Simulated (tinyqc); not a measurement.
# Six-transistor SRAM cell, nodal equations and margins: effects of single changes

Two cross-coupled inverters (pull-down bn, pull-up bp) hold the nodes Q and QB; access transistors (ba, threshold VTn, gate on the word line at Vdd when selected) join them to the bit lines. Transistor (EKV form, voltages against the body): I = 2 n b Vt^2 [F(vp - Vs) - F(vp - Vd)] from drain to source, F(v) = ln^2(1 + exp(v/(2 Vt))), vp = (Vg - VT + sg |Vd - Vs|)/n. n-channel bodies are at 0; for the p-channel device all voltages are counted down from Vdd. b in uA/V^2 gives I in uA. For an access transistor the bit line is the drain and the node the source. In a read both bit lines are at Vdd. The cell is symmetric (no mismatch).

Parameters, values chosen for the exercise:
- T = 300 K (temperature)
- Vdd = 0.4 V (supply voltage)
- n = 1.18 (slope factor)
- sg = 0.047 (drain-induced barrier lowering)
- VTn = 0.42 V (n-channel threshold)
- VTp = 0.32 V (p-channel threshold (magnitude))
- bn = 620 uA/V^2 (gain factor of the pull-down transistor)
- ba = 310 uA/V^2 (gain factor of the access transistor)
- bp = 280 uA/V^2 (gain factor of the pull-up transistor)

Constants: q = 1.602176634e-19 C, kB = 1.380649e-23 J/K, Vt = kB T/q. Results are converted to the units shown.

Each table varies one quantity; the others keep the values above.

## Effect of the supply voltage

f(x) is the node voltage of one half-cell for input x: In = Ip in hold, In = Ip + Ia in a read. Static noise margin: side of the largest square between the curve (x, f(x)) and its mirror image (f(y), y); with h(c) the root x of f(x) - x = c, it is the maximum over c > 0 of h(c) - h(-c) + c. Q is the low node in a read and Iread the current of its access transistor. The write trip is the voltage to which the bit line of the high node must fall (the other staying at Vdd) for that state to vanish; higher is easier, and a negative value means that a grounded bit line does not write.

Effect of the supply voltage:
```
Vdd (V)  hold margin (mV)  read margin (mV)  Q in a read (mV)  Iread (uA)  write trip (mV)
0.4                 148.8             113.0             18.78      0.1292           -20.04
0.5                 196.0             139.4             26.14       1.015           0.4982
0.6                 242.6             165.2             38.11       3.603            24.56
0.7                 287.7             191.5             52.93       8.144            49.87
0.85                349.2             229.3             77.08       18.52            88.86
1                   400.5             260.4             101.8       33.11            129.1
```

What does the table show?

As Vdd goes from 0.4 to 1 V, the read margin rises from 113 to 260 mV, the write trip rises from -20.0 to 129 mV and Iread rises from 0.129 to 33.1 uA. The read margin is 0.76 of the hold margin in the first row and 0.65 in the last. At Vdd = 0.4 V the write trip is negative: the cell cannot be written without assist.

## Effect of the drain-induced barrier lowering

Same model as above.

Results:
```
sg    hold margin (mV)  read margin (mV)  Q in a read (mV)  Iread (uA)  write trip (mV)
0.02             153.2             117.9             15.49      0.1097           -30.98
0.05             148.3             112.4             19.17      0.1314           -18.86
0.08             143.4             107.0             23.20      0.1544           -7.398
0.11             138.4             101.5             27.49      0.1782            3.362
0.17             128.5             90.71             36.45      0.2283            22.64
```

Estimate the missing row, sg = 0.14.

Computed row:
```
sg    hold margin (mV)  read margin (mV)  Q in a read (mV)  Iread (uA)  write trip (mV)
0.14             133.5             96.11             31.93      0.2028            13.38
```

With this row back in the table: As sg goes from 0.02 to 0.17, the read margin falls from 118 to 90.7 mV, the write trip rises from -31.0 to 22.6 mV and Iread rises from 0.110 to 0.228 uA. The read margin is 0.77 of the hold margin in the first row and 0.71 in the last. Read stability and write ability pull in opposite directions. For sg = 0.14 to 0.17 the read margin is under 100 mV, which threshold mismatch, left out here, can use up in a large array. For sg = 0.02 to 0.08 the write trip is negative: the cell cannot be written without assist.

Numbers from tinyqc (`OMP_NUM_THREADS=1 python tinyqc.py 2340139 2340140 out.jsonl`; about 0.2 s on one thread of a shared Intel Xeon 2.30GHz).
